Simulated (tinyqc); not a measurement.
From results back to parameters: deformation-potential model of the X valleys of a conduction band.

Problem. An ellipsoidal valley with ml > mt has the density-of-states mass m_d = (ml mt^2)^(1/3) and, averaged over equivalent valleys, the conductivity mass m_c = 3/(1/ml + 2/mt).

m_d = 0.5040437 m0
m_c = 0.3603919 m0

Find: K = ml/mt; mt; ml.

Solution. With K = ml/mt, m_d/m_c = K^(1/3) (2 + 1/K)/3, which rises steadily for K > 1 and so fixes K; then mt = m_d K^(-1/3) and ml = K mt.

K = ml/mt = 7.633
mt = 0.256 m0
ml = 1.954 m0

Program tinyqc; command `OMP_NUM_THREADS=1 python tinyqc.py 1081498 1081499 out.jsonl`; about 0.03 s on one thread of a shared Intel(R) Xeon(R) Processor @ 2.30GHz.
